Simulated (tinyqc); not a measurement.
# Worked calculation: MESFET, gradual channel with velocity saturation

Program tinyqc, `OMP_NUM_THREADS=1 python tinyqc.py 2500134 2500135 out.jsonl`; Intel Xeon 2.30GHz, shared host, one thread, about 0.07 s. Printed values are rounded.

A uniformly doped n-type channel, depleted from the top by a Schottky gate; at channel potential V the depleted share of a is u = sqrt((Vbi - Vg + V)/Vp), s at the source. Electrons drift with v = mu E/(1 + mu E/vsat). Abrupt depletion edge, no series resistance, source at 0.

Values chosen for this exercise; material values those of a made-up semiconductor:
- T = 293 K (temperature)
- eps_r = 11.5 (relative permittivity of the semiconductor)
- Nc = 3.87e17 cm^-3 (conduction-band density of states at T)
- Nd = 2.7e17 cm^-3 (donor density of the channel)
- a = 150 nm (channel thickness)
- mu = 2400 cm^2/(V s) (low-field mobility at this doping)
- vsat = 1.3e7 cm/s (saturation velocity)
- L = 0.5 um (gate length)
- W = 50 um (gate width)
- phiB = 0.82 V (Schottky barrier)
- Vg = 0 V (gate voltage)
- Vd = 0.44 V (drain voltage)

Constants: q = 1.602176634e-19 C, kB = 1.380649e-23 J/K, Vt = kB T/q, eps0 = 8.8541878128e-14 F/cm where lengths are in cm. Results are converted to the units shown.

Range of the model: The donor density is not small against Nc, so the Boltzmann form of the built-in voltage is rough.

## Built-in and pinch-off voltages

Vbi = phiB - Vt ln(Nc/Nd); Vp = q Nd a^2/(2 eps0 eps_r); G0 = q mu Nd a W/L; Z = mu Vp/(vsat L); s = sqrt((Vbi - Vg)/Vp). VT = Vbi - Vp.

Vbi = 0.810910 V
Vp = 4.77947 V
VT = -3.96856 V
G0 = 155.732 mS
Z = 17.6473
s = 0.411904

Z = 17.6: velocity saturation dominates.

## Current below saturation

u = sqrt((Vbi - Vg + Vd)/Vp). I = (G0 Vp/3) F/(1 + Z (u^2 - s^2)), F = 3 (u^2 - s^2) - 2 (u^3 - s^3), with u at V = Vd; Z = 0 gives constant mobility, for which u stops at 1.

u = 0.511591
F = 0.148160
I for Z = 0 = 36.7592 mA
I = 14.0055 mA

The falling mobility lowers the current by 61.9 %.

## Iteration 1: the saturation point by Newton steps

u at the start = 0.412

a is the channel (half-)thickness, Vp its pinch-off voltage and Z = mu Vp/(vsat L); an iterate with u > 1 is an overshoot, not a physical state. f = (1 - u)(1 + Z (u^2 - s^2)) - Z F/3, F = 3 (u^2 - s^2) - 2 (u^3 - s^3); f' = -(1 + Z (u^2 - s^2)); u(new) = u - f/f'.

f = 0.588000
f' = -1.00139
u after iteration 1 = 0.999183

## Iteration 2: the saturation point by Newton steps

As before.

f = -3.69772
f' = -15.6243
u after iteration 2 = 0.762519

The value that enters this step is an overshoot, farther from the solution than the start was, so its intermediate quantities are not physical.

## Course of the iteration: the saturation point by Newton steps

Stop when u changes by less than 1e-10, or after 60 iterations.

Course of the iteration:
```
iteration         u  |change|
1          0.999183     0.587
2          0.762519     0.237
3          0.652481     0.110
4          0.624378    0.0281
5          0.622544   1.83e-3
6          0.622536   7.65e-6
7          0.622536  1.33e-10
8          0.622536         0
```

Converged in 8 iterations. At the end the number of correct digits about doubles with each step.

## Saturation voltage, current and transconductance

um = 0.622536

Vdsat = Vp (um^2 - s^2); Isat = (G0 Vp/Z)(1 - um), which is q Nd vsat a W (1 - um); gm = G0 (um - s)/(1 + Z (um^2 - s^2)). For Z = 0: Vdsat = Vp (1 - s^2), Isat = (G0 Vp/3)(1 - 3 s^2 + 2 s^3), gm = G0 (1 - s).

Vdsat = 1.04138 V
Isat = 15.9204 mA
gm = 6.77015 mS
Vdsat for Z = 0 = 3.96856 V
Isat for Z = 0 = 156.499 mA
gm for Z = 0 = 91.5851 mS

The current saturates with 37.7 % of the channel still open at the drain, at 0.102 of the constant-mobility current.
